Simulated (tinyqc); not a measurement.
Delay unit and parasitic delay from two ring oscillators.

Question. A ring of 51 inverters oscillates at 1/(2 x 51 d), with stage delay d = tau (h + p) for fan-out h. Find tau, p and the delay at fan-out 4.

frequencies of 51-stage ring oscillators with fan-out 2 and 5 (GHz): 0.45642730  0.22155905

Answer. d is a straight line in h with slope tau and intercept tau p.

tau = 7.590 ps
p = 0.8300
delay at fan-out 4 = 36.66 ps

tinyqc, about 0.01 s, one thread, Intel Xeon 2.30GHz (shared host): `OMP_NUM_THREADS=1 python tinyqc.py 2082183 2082184 out.jsonl`
